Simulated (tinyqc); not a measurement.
Film, cylinder and sphere at the same misfit: thermal stress, cracking, delamination and buckling of a thin film; Griffith cracks and misfitting inclusions. Computed by tinyqc, a small Python program. Command: `OMP_NUM_THREADS=1 python tinyqc.py 3016411 3016412 out.jsonl filmcrack walk`. One thread of a shared host (Intel(R) Xeon(R) Processor @ 2.30GHz), about 0.01 s of CPU time with the checks.

Isotropic linear elasticity; the substrate is much thicker than the film; stress is positive in tension.

Inputs (values chosen for the exercise, for a model film):

| quantity | value | unit |
|---|---|---|
| film Young's modulus E | 439 | GPa |
| film Poisson ratio nu | 0.29 | - |
| film expansion alpha_f | 3.9 | 1e-6/K |
| substrate expansion alpha_s | 3 | 1e-6/K |
| deposition temperature T_d | 800 | K |
| final temperature T | 300 | K |
| intrinsic stress | -700 | MPa |
| film thickness h | 0.68 | micrometre |
| substrate Young's modulus E_s | 133 | GPa |
| substrate Poisson ratio nu_s | 0.21 | - |

Method. Thermal strain = (alpha_f - alpha_s)(T_d - T); stress = E/(1 - nu) x strain + intrinsic stress; plane-strain modulus Ebar = E/(1 - nu^2); G0 = stress^2 h/(2 Ebar) is the energy freed per area when a long strip loses its stress across its width. Thermal misfit e alone, mean stress = trace/3 and largest difference of principal stresses inside. Film: E e/(1 - nu) in two directions, 0 in the third. Cylinder: s0 = (1 + nu) e/[(1 + nu)(1 - 2 nu)/E + (1 + nu_s)/E_s] twice and s_zz = E e + 2 nu s0. Sphere: e/[(1 - 2 nu)/E + (1 + nu_s)/(2 E_s)] three times.

thermal strain = 4.50e-04

Stresses inside (MPa):

| shape | s1 | s2 | s3 | mean | largest difference |
|---|---|---|---|---|---|
| film | 278.24 | 278.24 | 0.00 | 185.49 | 278.24 |
| cylinder | 56.19 | 56.19 | 230.14 | 114.17 | 173.95 |
| sphere | 81.74 | 81.74 | 81.74 | 81.74 | 0.00 |

What does the comparison show, and why?

The mean stress in size is 185 MPa in the film, 114 in the cylinder and 82 in the sphere, while the largest difference, twice the largest shear stress, goes from 278 through 174 to 0. In a ductile solid shear can relax by slip and hydrostatic stress cannot.

Extremes, crossings and ranges named in words are read from the listed rows.
